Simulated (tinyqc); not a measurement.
# Lossy on-chip transmission line with skin effect: effects of single changes

A uniform line in a homogeneous dielectric: c = sqrt(er)/(c0 Z0), l = Z0 sqrt(er)/c0 (c0 = 299792458 m/s), g = w c td, w = 2 pi f. The resistance joins its limits as r = sqrt(r_dc^2 + r_hf^2), with r_dc = rho/(wd th), r_hf = kr rho/(2 delta (wd + th)), delta = sqrt(rho/(pi f mu0)), mu0 = 4 pi 1e-7 H/m; this is an interpolation, and internal inductance, up to 0.05 nH/mm at low frequency, is neglected.

Values chosen for this exercise:
```
symbol,value,unit,meaning
wd,0.6,um,width of the strip
th,0.54,um,thickness of the strip
rho,2.2,uohm cm,resistivity
er,3,,relative permittivity
td,0.005,,loss tangent
Z0,75,ohm,lossless impedance sqrt(l/c)
kr,1.5,,factor for crowding and the return path
len,3.4,mm,length
Rg,50,ohm,source resistance
RL,1e5,ohm,load resistance
CL,100,fF,load capacitance
f,2,GHz,frequency
```

Each table varies one quantity; the others keep the values above.

## Line properties against frequency

gamma = sqrt((r + i w l)(g + i w c)) = alpha + i beta, Zc = sqrt((r + i w l)/(g + i w c)), roots with positive real part; loss 8.685889638 alpha in dB; phase velocity w/beta. ZL = 1/(1/RL + i w CL); reflection (ZL - Zc)/(ZL + Zc); Zin = Zc (ZL + Zc tanh(gamma len))/(Zc + ZL tanh(gamma len)); H = V_load/V_source = [Zin/(Zin + Rg)]/[cosh(gamma len) + (Zc/ZL) sinh(gamma len)].

Results:
```
f (GHz),r (ohm/mm),r/(w l),loss (dB/mm),|Zc| (ohm),phase velocity over c0,length in wavelengths,|H| (dB)
0.01,67.90,2494,0.1116,3746,0.01639,0.006921,-0.02453
0.09,67.93,277.2,0.3343,1249,0.04907,0.02080,-0.02969
0.3,67.98,83.23,0.6081,684.3,0.08918,0.03815,-0.07506
0.8,68.12,31.28,0.9842,419.5,0.1440,0.06299,-0.3589
2,68.45,12.57,1.524,266.3,0.2218,0.1023,-1.767
7,69.81,3.663,2.619,146.1,0.3735,0.2126,-8.318
20,73.23,1.345,3.684,97.09,0.4998,0.4539,-15.42
60,82.86,0.5073,4.708,79.42,0.5609,1.213,-24.76
```

Estimate the missing row, f = 0.03 GHz.

Computed row:
```
f (GHz),r (ohm/mm),r/(w l),loss (dB/mm),|Zc| (ohm),phase velocity over c0,length in wavelengths,|H| (dB)
0.03,67.91,831.4,0.1932,2163,0.02837,0.01199,-0.02519
```

With this row back in the table: r equals w l at 27.6 GHz: below it |Zc| and the delay grow as in an RC line, above it |Zc| tends to Z0 = 75 ohm and the velocity to 1/sqrt(er) = 0.577 c0. The loss goes as f^(0.50) between the first two rows and f^(0.22) between the last two. |H| is -0.0245 dB in the first row and -24.8 dB in the last; between rows it can pass through resonances that the table doesn't show.

## Effect of the width of the strip

Same model as above.

Z0 is held fixed by scaling the dielectric height.

Effect of the width of the strip:
```
wd (um),r (ohm/mm),r/(w l),loss (dB/mm),|Zc| (ohm),phase velocity over c0,length in wavelengths,|H| (dB)
0.15,272.0,49.95,3.128,530.1,0.1147,0.1978,-8.702
0.24,170.2,31.26,2.460,419.4,0.1441,0.1574,-5.568
0.37,110.6,20.32,1.966,338.3,0.1772,0.1280,-3.387
0.59,69.60,12.78,1.537,268.6,0.2201,0.1030,-1.810
0.92,44.80,8.227,1.207,215.9,0.2685,0.08447,-0.9180
1.5,27.59,5.067,0.9127,170.4,0.3295,0.06883,-0.3811
2.3,18.05,3.315,0.7021,139.6,0.3872,0.05858,-0.1292
3.6,11.57,2.124,0.5197,114.9,0.4470,0.05075,0.01875
```

What does the table show?

As wd goes from 0.15 to 3.6, the loss falls from 3.13 to 0.520 dB/mm, |Zc| falls from 530 to 115 ohm and |H| goes from -8.70 to 0.0188 dB, with its highest value among the rows, 0.0188 dB, at wd = 3.6.

tinyqc, about 0.01 s, one thread, Intel Xeon 2.30GHz (shared host): `OMP_NUM_THREADS=1 python tinyqc.py 2810107 2810108 out.jsonl`
